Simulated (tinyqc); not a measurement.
# p-n diode, drift-diffusion by the Gummel loop with Scharfetter-Gummel fluxes: current against voltage in the dark

Abrupt junction at x = 0, p side from -Lp, n side to Ln, ohmic contacts. psi is counted from the intrinsic level; n = ni exp((psi - phin)/Vt), p = ni exp((phip - psi)/Vt). Contacts: p side psi = V - Vt ln(Na/ni), p = Na, n = ni^2/Na; n side psi = Vt ln(Nd/ni), n = Nd, p = ni^2/Nd. Constant mobilities, D = mu Vt, Boltzmann statistics, SRH recombination through a mid-gap level, U = (n p - ni^2)/(tp (n + ni) + tn (p + ni)). Current is positive from the p contact to the n contact.

ni = sqrt(Nc Nv) exp(-Eg/(2 Vt)), Eg in volts. Poisson and both continuity equations are solved self-consistently with Scharfetter-Gummel fluxes on a graded mesh of 500 nodes. J_scr is q times the integral of U between -xp and xn. Ideal diffusion current J_id = q ni^2 [Dn coth(wp/Le)/(Le Na) + Dp coth(wn/Lh)/(Lh Nd)] (exp(V/Vt) - 1), Le = sqrt(Dn tn), Lh = sqrt(Dp tp), wp = Lp - xp, wn = Ln - xn, with xp and xn from the depletion approximation (W = sqrt(2 eps0 eps_r (Vbi - V)(1/Na + 1/Nd)/q), xp = W Nd/(Na + Nd), xn = W Na/(Na + Nd), Vbi = Vt ln(Na Nd/ni^2)). Ideality factor = 0.004 V/(Vt ln[J(V + 0.004 V)/J(V)]). Here G = 0.

Parameters, values chosen for the exercise; band and dielectric values close to those of cadmium telluride: temperature T = 350 K; band gap Eg = 1.47 eV; relative permittivity eps_r = 10.1; conduction-band density of states at T Nc = 9.98e17 cm^-3; valence-band density of states at T Nv = 2.31e19 cm^-3; acceptor density of the p side Na = 7e16 cm^-3; donor density of the n side Nd = 2.5e17 cm^-3; electron mobility mun = 480 cm^2/(V s); hole mobility mup = 40 cm^2/(V s); SRH lifetime of electrons tn = 4e-7 s; SRH lifetime of holes tp = 8e-7 s; length of the p side Lp = 0.46 um; length of the n side Ln = 0.8 um; uniform generation rate G = 0 cm^-3 s^-1.

Constants: q = 1.602176634e-19 C, kB = 1.380649e-23 J/K, Vt = kB T/q, eps0 = 8.8541878128e-14 F/cm where lengths are in cm. Results are converted to the units shown.

Result of one run:

| V (V) | J (A/cm^2) | ideality factor | J_scr/J (%) | J_id (A/cm^2) | share recombining at the contacts (%) | larger minority/doping at -xp and xn |
|---|---|---|---|---|---|---|
| 1.12 | 157 | 1.06 | 0.00446 | 168 | 100 | 0.0511 |

What becomes of these results when the bias of the p contact V is changed from 1.12 to 0.47 V, all else the same?

Result of the changed run:

| V (V) | J (A/cm^2) | ideality factor | J_scr/J (%) | J_id (A/cm^2) | share recombining at the contacts (%) | larger minority/doping at -xp and xn |
|---|---|---|---|---|---|---|
| 0.47 | 1.29e-7 | 1.20 | 34.8 | 8.52e-8 | 65.2 | 2.93e-11 |

The whole series:

| V (V) | J (A/cm^2) | ideality factor | J_scr/J (%) | J_id (A/cm^2) | share recombining at the contacts (%) | larger minority/doping at -xp and xn |
|---|---|---|---|---|---|---|
| 0.25 | 1.06e-9 | 1.82 | 94.4 | 6.00e-11 | 5.61 | 2.02e-14 |
| 0.36 | 8.94e-9 | 1.56 | 74.9 | 2.26e-9 | 25.1 | 7.70e-13 |
| 0.47 | 1.29e-7 | 1.20 | 34.8 | 8.52e-8 | 65.2 | 2.93e-11 |
| 0.58 | 3.48e-6 | 1.05 | 8.81 | 3.21e-6 | 91.2 | 1.11e-9 |
| 0.68 | 8.74e-5 | 1.02 | 2.05 | 8.67e-5 | 97.9 | 3.04e-8 |
| 0.79 | 0.00322 | 1.01 | 0.402 | 0.00325 | 99.6 | 1.15e-6 |
| 0.9 | 0.120 | 1.01 | 0.0835 | 0.122 | 99.9 | 4.31e-5 |
| 1.01 | 4.45 | 1.01 | 0.0193 | 4.54 | 100 | 0.00158 |
| 1.12 | 157 | 1.06 | 0.00446 | 168 | 100 | 0.0511 |

J rises from 1.06e-9 to 157 A/cm^2; the ideality factor goes from 1.82 through a minimum of 1.01 (at V = 0.9 V among the rows listed) to 1.06. Recombination in the depleted layer carries over half of the current up to V = 0.36 V, where the factor is 1.56; it grows roughly as exp(V/2 Vt), so diffusion overtakes it. Where the factor is lowest (V = 0.9 V), J is 1.4 % below the ideal diffusion current.

tinyqc, about 0.2 s, one thread, Intel Xeon 2.30GHz (shared host): `OMP_NUM_THREADS=1 python tinyqc.py 2240144 2240145 out.jsonl`
